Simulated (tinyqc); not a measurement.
# On-chip interconnect, size-dependent resistivity and RC delay, step by step

Computed by the program tinyqc: `OMP_NUM_THREADS=1 python tinyqc.py 2100071 2100072 out.jsonl`, one thread of a shared Intel Xeon 2.30GHz, about 0.01 s for the whole run. Printed values are rounded.

A rectangular line between two neighbours and two ground planes. Surface and grain-boundary scattering are added to the bulk resistivity as corrections; capacitances are parallel-plate values without fringing; inductance is ignored.

Parameters, values chosen for the exercise; metal values close to those of copper: bulk resistivity rho0 = 1.66 uohm cm; bulk mean free path lam = 41 nm; specular share of surface scattering ps = 0; reflection coefficient of grain boundaries Rg = 0.2; grain size over the metal width gr = 0.7; drawn line width wd = 110 nm; aspect ratio, height over width AR = 2.4; liner on both walls and the bottom, not conducting tl = 2.5 nm; space to the neighbouring lines sp = 110 nm; dielectric height to the planes above and below hd = 180 nm; relative permittivity of the dielectric ek = 2.7; Miller factor of the neighbours Mf = 2; line length Lw = 170 um; driver resistance Rd = 1300 ohm; load capacitance Cl = 0.17 fF; time step dt = 11 ps.

Constants: eps0 = 8.8541878128e-12 F/m. Results are converted to the units shown.

## Resistivity, resistance and capacitance per length

Metal width x = wd - 2 tl, height y = AR wd - tl; grain boundaries (Mayadas-Shatzkes): al = (lam/(gr x)) Rg/(1 - Rg), g = 1/[1 - 3 al/2 + 3 al^2 - 3 al^3 ln(1 + 1/al)] - 1; surfaces (Fuchs-Sondheimer, thick limit): s = (3/8) lam (1 - ps)(1/x + 1/y); rho = rho0 (1 + g + s); r = rho/(x y); c = eps0 ek (2 wd/hd + 2 Mf AR wd/sp).

x = 105 nm
y = 261.5 nm
al = 0.139456
g = 0.201823
s = 0.205224
rho = 2.33570 uohm cm
r = 0.850659 ohm/um
c = 0.258719 fF/um

rho is 1.41 times the bulk value; surfaces add more (0.205 against 0.202). The liner takes 5.45 % of the cross-section.

## Ladder and Elmore delays

5 equal pi sections: series Rs = r Lw/5; node capacitances c Lw/5, halved at nodes 0 and 5, with Cl added to node 5; Rd feeds node 0. Elmore delay of node k: the sum, over the resistors on the path to k, of resistance times all capacitance downstream of it.

Rs = 28.9224 ohm

```
node   C (fF)  Elmore delay (ps)
0     4.39823            57.3980
1     8.79646            58.5478
2     8.79646            59.4431
3     8.79646            60.0841
4     8.79646            60.4706
5     4.56823            60.6028
```

The far-end value equals Rd (c Lw + Cl) + r Lw (c Lw/2 + Cl) for any number of pi sections; the line resistance contributes 5.29 % of it.

## Step 1: node voltages after a time step

v at t = 0, node 0 to 5 (V): 0  0  0  0  0  0

A 1 V step is applied behind Rd at t = 0. C dv/dt = -G v + b, with G the conductance matrix of the ladder (1/Rs between neighbours, 1/Rd added at node 0) and b = (1 V/Rd, 0, ...). Trapezoidal step: (C/dt + G/2) v(new) = (C/dt - G/2) v + b.

v at t = 1 dt, node 0 to 5 (V): 0.229807  0.195739  0.170725  0.153608  0.143597  0.140229

## Step 2: node voltages after a time step

As before.

v at t = 2 dt, node 0 to 5 (V): 0.308327  0.311688  0.311358  0.309636  0.308025  0.307379

## Course in time

A 1 V step is applied behind Rd at t = 0. C dv/dt = -G v + b, with G the conductance matrix of the ladder (1/Rs between neighbours, 1/Rd added at node 0) and b = (1 V/Rd, 0, ...). Trapezoidal step: (C/dt + G/2) v(new) = (C/dt - G/2) v + b. The last column solves the same ladder exactly by its modes.

Voltages (V):
```
t (ps)  node 0  node 2  node 5  node 5, exact
11.00   0.2298  0.1707  0.1402         0.1535
22.00   0.3083  0.3114  0.3074         0.2964
33.00   0.4699  0.4261  0.4084         0.4151
44.00   0.5208  0.5259  0.5203         0.5138
55.00   0.6359  0.6026  0.5929         0.5958
66.00   0.6673  0.6738  0.6677         0.6640
77.00   0.7506  0.7247  0.7199         0.7207
88.00   0.7684  0.7757  0.7698         0.7678
99.00   0.8297  0.8092  0.8074         0.8070
110.0   0.8383  0.8459  0.8405         0.8395
121.0   0.8843  0.8676  0.8675         0.8666
132.0   0.8866  0.8943  0.8895         0.8891
```

The far end of the ladder reaches 0.5 V at 42.34 ps, 0.699 of its Elmore delay (ln 2 = 0.693 for a single pole); the slowest mode has a time constant of 59.53 ps. The largest error of the trapezoidal steps at that node is 13 mV.
